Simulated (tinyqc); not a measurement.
Frequency dispersion of an accumulation capacitance by border traps, distributed model: one step of the calculation.

Traps spread evenly through the insulator exchange electrons with the semiconductor by tunnelling, with tau(x) = t0 exp(2 ka x) at depth x from the interface. The admittance per area Y seen at depth x obeys dY/dx = -Y^2/(i w eps0 eox) + q Nb ln(1 + i w tau)/tau, with Y(0) = i w Cs and w = 2 pi f; the gate sees Y(tox) = G + i w C. Working variable y = Y/(i w), in uF/cm^2. Cox = eps0 eox/tox.

Question. Midpoint steps through the active depth. In terms of y: dy/dx = -y^2/(eps0 eox) + s(x), s = q Nb ln(1 + z)/z, z = i w tau. 10 midpoint steps of h = xe/10: y_half = y + (h/2) y'(x, y), y(new) = y + h y'(x + h/2, y_half).

Values chosen for this exercise; permittivity close to that of silicon dioxide: relative permittivity of the insulator eox = 3.9; semiconductor capacitance in accumulation Cs = 0.51 uF/cm^2; density of border traps Nb = 6.2e18 cm^-3 eV^-1; decay constant of the wave function in the insulator ka = 4.4 1/nm; time constant of a trap at the interface t0 = 1e-9 s; frequency f = 100 Hz; depth down to which the steps are taken xe = 2.2 nm.

Constants: q = 1.602176634e-19 C, eps0 = 8.8541878128e-14 F/cm where lengths are in cm. Results are converted to the units shown.

Find: x; s; y.

Answer.

| point | x (nm) | s (uF/(cm^2 nm)) | y (uF/cm^2) |
|---|---|---|---|
| 0 | 0 | 0.09933+0.00000i | 0.5100+0.0000i |
| 1 | 0.2200 | 0.09933+0.00000i | 0.5151+0.0000i |
| 2 | 0.4400 | 0.09933+0.00000i | 0.5199+0.0000i |
| 3 | 0.6600 | 0.09933-0.00001i | 0.5244+0.0000i |
| 4 | 0.8800 | 0.09933-0.00007i | 0.5286+0.0000i |
| 5 | 1.100 | 0.09933-0.00050i | 0.5325+0.0000i |
| 6 | 1.320 | 0.09917-0.00345i | 0.5361-0.0003i |
| 7 | 1.540 | 0.09254-0.02155i | 0.5393-0.0023i |
| 8 | 1.760 | 0.03801-0.03713i | 0.5363-0.0102i |
| 9 | 1.980 | 0.00654-0.01347i | 0.5219-0.0147i |
| 10 | 2.200 | 0.00097-0.00314i | 0.5057-0.0151i |

Computed by the program tinyqc: `OMP_NUM_THREADS=1 python tinyqc.py 2202072 2202073 out.jsonl`, one thread of a shared Intel Xeon 2.30GHz, about 0.3 s for the whole run.
